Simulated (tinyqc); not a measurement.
From results back to parameters: thin-film optics by transfer matrices. Two cases, with inputs chosen for the exercise.

Problem. A bare substrate in air: with rho = tan(Psi) exp(i Delta), Delta = 180 degrees at small angles on a dielectric, conj(eps) = sin^2(theta) [1 + tan^2(theta) ((1 - rho)/(1 + rho))^2], and n + i k = sqrt(eps).

Case 1.

Values chosen (out of a larger set: indices near those of SiO2 on W; not measured data): lam = 193 nm (vacuum wavelength); theta_e = 60 degrees (angle of the ellipsometer).

Psi = 36.9455 degrees
Delta = 134.6410 degrees

Case 2.

Values chosen (out of a larger set: indices near those of resist, ARC on Al; not measured data): lam = 633 nm (vacuum wavelength); theta_e = 70 degrees (angle of the ellipsometer).

Psi = 41.9912 degrees
Delta = 143.8199 degrees

Find: rho; eps; n; k.

Solution. Form rho, insert it, conjugate, and take the root with k >= 0.

Case 1.

rho = -0.5284+0.5351i
eps = -7.57+8.08i
n = 1.324
k = 3.053

Case 2.

rho = -0.7265+0.5314i
eps = -56.26+21.08i
n = 1.382
k = 7.627

Computed by tinyqc, one run a case: `OMP_NUM_THREADS=1 python tinyqc.py N N+1 out.jsonl` with N = 1682078, 1682080; one thread of a shared Intel(R) Xeon(R) Processor @ 2.30GHz, about 0.03 s a run at most.
